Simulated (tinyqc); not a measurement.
Inside a calculation: effective mass of the split-off band from tabulated energies. Values are carried at full precision from step to step, so a last printed digit may differ when a step is redone from the rounded ones.

c = hbar^2/2m0. A uniform scatter of up to 0.3 meV has been added to mimic numerical noise.
Constants: hbar^2/2m0 = 3.80998211 eV angstrom^2.

## Finite differences

Energies along [111], from the band edge downward:

| k (1/angstrom) | E (meV) |
|---|---|
| 0.00000 | 0.0000 |
| 0.01200 | 4.5818 |
| 0.02400 | 18.3491 |
| 0.03600 | 42.9884 |
| 0.04800 | 79.7016 |
| 0.06000 | 130.4001 |
| 0.07200 | 197.1170 |
| 0.08400 | 280.9555 |
| 0.09600 | 380.6321 |

reference mass (curvature of the model at k = 0.0001 1/angstrom) = 0.12172 m0

The band is even in k. m = c k^2/E(k) from the points 1, 2, 4 (k = 0 is point 0); Richardson from points 1 and 2: c/m = [16 E(k1) - E(k2)]/(12 k1^2).

m from points 1, 2, 4 (m0): 0.11974  0.11960  0.11014

m by Richardson = 0.11979 m0

Errors against the reference: -1.63, -1.75 and -9.52 % and -1.59 %. With a scatter of 0.3 meV, 7 % of the first energy, the errors from points 1 and 2 are partly noise, which the extrapolation cannot remove.

## Least squares over all points

Fit E = a k^2 (a = sum k^2 E/sum k^4), then E = a k^2 + b k^4 from the normal equations; E in eV; m = c/a.

sums of k^4, k^6, k^8: 0.00018190  1.3346e-06  1.0614e-08

sums of k^2 E, k^4 E: 0.0072322  5.3806e-05

a, one term = 39.760 eV angstrom^2

a and b, two terms: 33.14  901.9

m, one and two terms (m0): 0.09582  0.11496

The parabola over all points errs by -21.3 % because the weights k^4 favour the outer points; the second term brings the error to -5.6 %.

## The non-parabolic form

E (1 + alpha E) = c k^2/m means that y = c k^2/E is a straight line in E with intercept m and slope m alpha. Fit the line by unweighted least squares over points 1 to 8, E in eV.

y (m0): 0.11974  0.11960  0.11486  0.11014  0.10518  0.10020  0.09569  0.09225

m = 0.11805 m0
alpha = -0.647 1/eV

The intercept errs by -3.02 %. The scatter of the first points, divided by small energies, tilts an unweighted line. For this band the scale of alpha is set by Dso = 0.758 eV as well as by the gap.

## Checks

- Two-term fit by normal equations against a least-squares routine: both 33.1427.

Program tinyqc; command `OMP_NUM_THREADS=1 python tinyqc.py 1850780 1850781 out.jsonl`; about 0.01 s on one thread of a shared Intel(R) Xeon(R) Processor @ 2.30GHz.
